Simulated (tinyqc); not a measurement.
MOS inversion layer, Poisson-Schroedinger loop: one step of the calculation.

Electrons confined at an insulator interface at z = 0, treated as a hard wall; parabolic valleys, Hartree approximation, no image or exchange terms. The depletion charge lies far deeper than the electrons and gives a uniform field q Nd/(eps0 eps_r); the gate balances all charge. Energies are counted from the band edge at the interface.

Task. Density, output potential and mixing. n_i = sum_k N_k |psi_k|^2 (converted to cm^-3). Hartree part by Gauss: on the interval before node i the electrons still beyond are S_i = Ns - hz sum_(j<i) n_j, and U_i = U_(i-1) + q S_i hz/(eps0 eps_r) in eV, U_0 = 0 at the interface. Mixing: U(new) = U + a (U(out) - U).

Parameters, values chosen for the exercise; masses and permittivity close to those of silicon (100): relative permittivity eps_r = 11.6; sheet density of electrons Ns = 1.3e13 cm^-2; mixing factor a = 0.5.

Constants: q = 1.602176634e-19 C, eps0 = 8.8541878128e-14 F/cm where lengths are in cm. Results are converted to the units shown.

| node | z (nm) | self-consistent potential U at the start (eV) | \|psi\|^2 of A1 (1/nm) | \|psi\|^2 of A2 (1/nm) | \|psi\|^2 of B1 (1/nm) | \|psi\|^2 of B2 (1/nm) |
|---|---|---|---|---|---|---|
| 1 | 0.67 | 0 | 0.25131947 | 0.22174375 | 0.05724616 | 0.05657402 |
| 2 | 1.34 | 0 | 0.50719139 | 0.16276814 | 0.17875852 | 0.13825490 |
| 3 | 2.01 | 0 | 0.42068509 | 0.00220420 | 0.27547542 | 0.12841772 |
| 4 | 2.68 | 0 | 0.21249094 | 0.21334323 | 0.29906345 | 0.04716802 |
| 5 | 3.35 | 0 | 0.07541290 | 0.38153220 | 0.25750586 | 0.00005396 |
| 6 | 4.02 | 0 | 0.02025375 | 0.29897122 | 0.18613301 | 0.04182726 |
| 7 | 4.69 | 0 | 0.00430969 | 0.14540402 | 0.11671372 | 0.13554264 |
| 8 | 5.36 | 0 | 0.00074979 | 0.05013391 | 0.06485033 | 0.21141714 |
| 9 | 6.03 | 0 | 0.00010915 | 0.01314960 | 0.03240679 | 0.23039571 |
| 10 | 6.7 | 0 | 0.00001353 | 0.00274206 | 0.01472292 | 0.19793509 |
| 11 | 7.37 | 0 | 0.00000145 | 0.00046867 | 0.00612933 | 0.14170430 |
| 12 | 8.04 | 0 | 0.00000014 | 0.00006715 | 0.00234987 | 0.08694970 |
| 13 | 8.71 | 0 | 0.00000001 | 0.00000821 | 0.00082962 | 0.04618103 |
| 14 | 9.38 | 0 | 0.00000000 | 0.00000087 | 0.00026617 | 0.02094355 |
| 15 | 10.05 | 0 | 0.00000000 | 0.00000008 | 0.00007312 | 0.00756091 |
| 16 | 10.72 | 0 | 0.00000000 | 0.00000001 | 0.00001302 | 0.00161136 |

N_k (cm^-2): A1 5.4372395e12, A2 1.2993027e12, B1 6.0451331e12, B2 2.1832476e11

Wanted: n; U(out); U after round 1.

Result.

| node | n (1e19 cm^-3) | U(out) (eV) | U after round 1 (eV) |
|---|---|---|---|
| 1 | 2.013 | 0.1359 | 0.0679 |
| 2 | 4.080 | 0.2576 | 0.1288 |
| 3 | 3.984 | 0.3508 | 0.1754 |
| 4 | 3.251 | 0.4162 | 0.2081 |
| 5 | 2.462 | 0.4587 | 0.2293 |
| 6 | 1.633 | 0.4840 | 0.2420 |
| 7 | 0.947 | 0.4979 | 0.2489 |
| 8 | 0.507 | 0.5051 | 0.2526 |
| 9 | 0.264 | 0.5088 | 0.2544 |
| 10 | 0.136 | 0.5106 | 0.2553 |
| 11 | 0.069 | 0.5115 | 0.2557 |
| 12 | 0.033 | 0.5119 | 0.2559 |
| 13 | 0.015 | 0.5121 | 0.2560 |
| 14 | 0.006 | 0.5121 | 0.2561 |
| 15 | 0.002 | 0.5121 | 0.2561 |
| 16 | 0.000 | 0.5121 | 0.2561 |

tinyqc, about 1 s, one thread, Intel Xeon 2.30GHz (shared host): `OMP_NUM_THREADS=1 python tinyqc.py 2160120 2160121 out.jsonl`
